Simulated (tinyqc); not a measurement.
X-ray photoelectron analysis of a thin oxide on a semiconductor: attenuation lengths, thickness, angle series and band offsets: one step, computed by the program tinyqc.

The same element is seen in the oxide and in the substrate, at nearly the same kinetic energy; films are flat and uniform, and the work function is ignored.

Question. Inelastic mean free paths. TPP-2M: lambda = E/(E_p^2 [b ln(c E) - C/E + D/E^2]) in angstrom, E_p = 28.8 sqrt(N_v rho/M), b = -0.10 + 0.944/sqrt(E_p^2 + E_g^2) + 0.069 rho^0.1, c = 0.191/sqrt(rho), U = N_v rho/M, C = 1.97 - 0.91 U, D = 53.4 - 20.8 U, with E = photon energy less binding energy in eV. Attenuation length L = factor x lambda.

Inputs (values chosen for the exercise, modelled on SiO2 on 4H-SiC):
```
quantity                                           value    unit
photon energy                                     1253.6      eV
binding energy of the core level                   100.5      eV
oxide density                                       2.26  g/cm^3
oxide formula mass                                 60.08   g/mol
valence electrons per oxide formula                   16       -
oxide gap                                           9.06      eV
substrate density                                   3.21  g/cm^3
substrate formula mass                              40.1   g/mol
valence electrons per substrate formula                8       -
substrate gap                                       3.26      eV
attenuation length over inelastic mean free path    0.87       -
```

Give: kinetic energy E; the table «Terms» with the columns E_p (eV), b, c, lambda (nm), for layer = oxide, substrate; L in the oxide; L in the substrate.

Answer.

kinetic energy E = 1153.1 eV

Terms:
```
layer      E_p (eV)         b        c  lambda (nm)
oxide        22.343  0.014016  0.12705       3.3625
substrate    23.047  0.018091  0.10661       2.5280
```

L in the oxide = 2.9254 nm

L in the substrate = 2.1993 nm
